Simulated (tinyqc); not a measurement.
Vacuum evaporation: vapour pressure, source flux, thickness distribution, purity and step coverage. From one set of inputs to another, one input at a time. Computed by tinyqc, a small Python program. Command: `OMP_NUM_THREADS=1 python tinyqc.py 3112770 3112771 out.jsonl evap ladder`. One thread of a shared host (Intel(R) Xeon(R) Processor @ 2.30GHz), about 0.01 s of CPU time with the checks.

Molecular flow, unit sticking of the metal, no re-evaporation. The background gas is taken as water vapour (18.015 g/mol, collision diameter 0.37 nm) at 300 K.

The inputs printed are set A. Set A is modelled on germanium, with constants for the liquid; the values taken over come from a set modelled on aluminium, with constants for the liquid. Inputs not listed in the table keep their values of set A, so the rows need not describe a real material.

Inputs (values chosen for the exercise, modelled on germanium, with constants for the liquid): molar mass M = 72.63 g/mol; film density rho = 5.32 g/cm^3; vapour-pressure constant A = 10.66; vapour-pressure constant B = 17590 K; source temperature T = 1710 K; source area = 7.2 cm^2; directionality n = 1; source-to-wafer distance h = 45 cm; wafer radius R = 10 cm.

Constants: u = 1.6605390666e-27 kg; k_B = 1.380649e-23 J/K; R = 8.314462618 J/(mol K).

Method:
- log10(p_v/Pa) = A - B/T; flux from the surface Phi = p_v/sqrt(2 pi m k_B T), m = M u.
- Mass loss = Phi x area x m; heat of evaporation = ln(10) R B; d ln Phi/dT = ln(10) B/T^2 - 1/(2 T).
- A small source emits (n + 1) Phi area cos^n(phi)/(2 pi) per solid angle; on a parallel plane at height h and lateral distance l the arrival rate is (n + 1) Phi area/(2 pi h^2) x (1 + (l/h)^2)^(-(n + 3)/2). Growth rate = arrival rate x m/rho, m = M u. The wafer is fixed and centred above the source.

Each row keeps all changes above it:
```
input moved                       from     to  growth rate at the centre (nm/s)  non-uniformity (max - min)/(max + min) (%)  mass loss (g/h)
set A                                -      -                             0.453                                       4.816             5.52
wafer radius R (cm)                 10      5                             0.453                                       1.227             5.52
vapour-pressure constant B (K)   17590  16220                             2.868                                       1.227            34.94
source-to-wafer distance h (cm)     45     46                             2.744                                       1.174            34.94
source temperature T (K)          1710   1520                             0.190                                       1.174             2.42
source area (cm^2)                 7.2   0.39                             0.010                                       1.174             0.13
```

Where does the difference come from?

Growth rate at the centre goes from 0.453 to 0.0103, a factor 0.0227 in all. The largest single move comes from source area (a factor 0.0542), and vapour-pressure constant B works against it (a factor 6.33). Non-uniformity (max - min)/(max + min) goes from 4.82 to 1.17, a factor 0.244 in all. The largest single move comes from wafer radius R (a factor 0.255). Mass loss goes from 5.52 to 0.131, a factor 0.0237 in all. The largest single move comes from source area (a factor 0.0542), and vapour-pressure constant B works against it (a factor 6.33). The single moves hold for this order of the switches; the total does not depend on the order.

Extremes, crossings and ranges named in words are read from the listed rows.
